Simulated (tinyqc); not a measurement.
Comparisons within one model: inversion layer as a triangular well, valleys of the Si type. A value that a table varies takes the place of the one given here.

Six ellipsoidal valleys with their long axes along the cube axes, mass ml along the axis and mt across it. For a valley whose axis makes the angle theta with the surface normal, 1/m_z = cos^2(theta)/ml + sin^2(theta)/mt sets the confinement; in the plane the masses are m_1 = mt and m_2 = ml mt/m_z, and m_d = sqrt(m_1 m_2).

The field is taken as constant, e F = 4 pi (e^2/4 pi eps0)(Nd + eta Ns)/eps, with 1e12/cm^2 = 1e-4/angstrom^2, and the oxide as a hard wall at z = 0; c = hbar^2/2m0.

Level j of a valley lies at E_j = a_j (c (e F)^2/m_z)^(1/3) above the band edge at the surface, with the Airy zeros a_j = 2.338107, 4.087949, 5.520560, 6.786708, 7.944134, 9.022651, 10.040174, 11.008524, 11.936016, 12.828777, and has <z> = 2 E_j/(3 e F).

Subband i holds n_i = g m_d/(2 pi c) kB T ln(1 + exp((EF - E_i)/kB T)) (spin included), and EF is fixed by sum n_i = Ns over the levels listed or, where none are listed, over j = 0 to 9 of each group; 1e12/cm^2 = 1e-4/angstrom^2.

Constants: hbar^2/2m0 = 3.80998211 eV angstrom^2; e^2/(4 pi eps0) = 14.39964547 eV angstrom; kB = 8.617333262e-05 eV/K.

Parameters, chosen for this exercise (near those of Si; not measured data):
```
symbol  value                unit         meaning
ml      0.929                m0           longitudinal mass
mt      0.193                m0           transverse mass
eps     11.6                              dielectric constant
Nd      0.42                 x 1e12/cm^2  depletion charge
eta     0.5                               share of Ns in the effective field
face    110                               surface
T       150                  K            temperature
Nss     (1, 2, 3, 5, 8, 12)  x 1e12/cm^2  sheet densities
Ns      7.7                  x 1e12/cm^2  electron sheet density
Vox     3.22                 eV           barrier of an SiO2-like oxide
mox     0.51                 m0           mass in the oxide
```

## Raising the sheet density

Valleys (masses in m0):
```
valleys g  cos^2(theta)      m_z      m_1      m_2      m_d
4               0.50000  0.31960  0.19300  0.56100  0.32905
2               0.00000  0.19300  0.19300  0.92900  0.42343
```

The field, the ladders and EF anew for each Ns.

Results:
```
Ns (1e12/cm^2)  F (MV/cm)  lowest E (eV)  next - lowest (meV)  EF - lowest (meV)  share of lowest (%)  <z> (angstrom)
1.0                 0.144         0.0680                 12.4              -27.8                 78.2            33.2
2.0                 0.222         0.0908                 16.6              -17.2                 83.3            28.2
3.0                 0.300         0.1110                 20.3              -10.6                 86.5            25.3
5.0                 0.455         0.1468                 26.9               -1.5                 90.3            21.9
8.0                 0.689         0.1935                 35.4                8.1                 93.5            18.9
12.0                1.001         0.2482                 45.4               18.0                 95.7            16.7
```

Levels scale as F^(2/3): the field grows by 6.98 and the lowest level by 3.65. The layer thins from 33.2 to 16.7 angstrom. EF passes the lowest edge between 5 and 8 e12/cm^2. The share of the lowest subband rises throughout: the spacing grows faster than the band fills.

## Surface orientation

The same densities on four faces. m_c is the conductivity mass averaged over directions in the plane: 1/m_c = sum n_i (1/m_1 + 1/m_2)/2 / Ns.

Results:
```
face   valleys of lowest  lowest E (eV)  EF (eV)  share of lowest (%)  <z> (angstrom)  m_c (m0)
(100)                  2         0.1325   0.1780                 96.2            13.6     0.196
(110)                  4         0.1891   0.1963                 93.3            19.2     0.289
(111)                  6         0.2020   0.2009                100.0            20.2     0.301
(211)                  2         0.1742   0.1957                 75.0            18.4     0.278
```

The lowest level is deepest on (100), where a valley axis lies closest to the normal, and the lightest conductivity mass is on (100) (0.196 m0, against 0.301 m0 on (111)). EF, counted from the band edge at the surface, is lowest on (100) and spans 23 meV.

## Four estimates of the lowest level

WKB: E = (c/m_z)^(1/3) (3 pi e F/2 x 3/4)^(2/3), <z> = 2E/(3 e F). Fang-Howard: psi = z exp(-b z/2) up to a norm, E = c b^2/(4 m_z) + 3 e F/b at its minimum b^3 = 6 e F m_z/c, <z> = 3/b. Finite barrier: flat height Vox and mass mox for z < 0, finite differences with psi and psi'/m continuous, cells of 0.05 angstrom from -15 to 300 angstrom. The last column is measured against Airy.

Lowest level:
```
method                E (eV)  <z> (angstrom)  E - Airy (meV)
Airy, hard wall       0.1891           18.92             0.0
WKB, hard wall        0.1876           18.78            -1.4
Fang-Howard           0.2003           20.04            11.2
finite oxide barrier  0.1729           16.50           -16.2
```

b = 0.1497 1/angstrom
probability in the oxide = 0.0025

WKB is off by -0.8 % and the variational function by +5.9 %, above the exact value as it must be; both ratios are independent of field and mass. The finite barrier lowers the level by 16.2 meV and brings the charge 2.4 angstrom closer; in energy that is more than the Fang-Howard error (11.2 meV).

## What each parameter does

Field, ladders and EF anew. Each row changes one parameter from the base and keeps the others.

Results:
```
case                   lowest E (eV)  EF (eV)  share of lowest (%)  <z> (angstrom)
base                          0.1891   0.1963                 93.3           19.16
Ns = 3.85 x 1e12/cm^2         0.1268   0.1205                 88.4           23.61
Nd = 0.21 x 1e12/cm^2         0.1828   0.1899                 92.7           19.50
T = 210 K                     0.1891   0.1888                 88.7           19.32
ml = 1.022 m0                 0.1881   0.1946                 93.8           19.05
mt = 0.212 m0                 0.1843   0.1902                 92.5           18.69
eps = 10.4                    0.2034   0.2108                 94.3           18.44
```

The largest shifts from the base row, up to three for each result and ties (the steps differ in size, so this ranks the rows, not the parameters). lowest E (eV): Ns -0.0623, eps +0.0143, Nd -0.0063; unchanged at the printed digits by T. EF (eV): Ns -0.0758, eps +0.0145, T -0.0075. share of lowest (%): Ns -4.9, T -4.6, eps +1.1. <z> (angstrom): Ns +4.45, eps -0.72, mt -0.47.

(tinyqc, `OMP_NUM_THREADS=1 python tinyqc.py 1252385 1252386 out.jsonl`, Intel(R) Xeon(R) Processor @ 2.30GHz, 1 thread, shared host, about 0.03 s.)
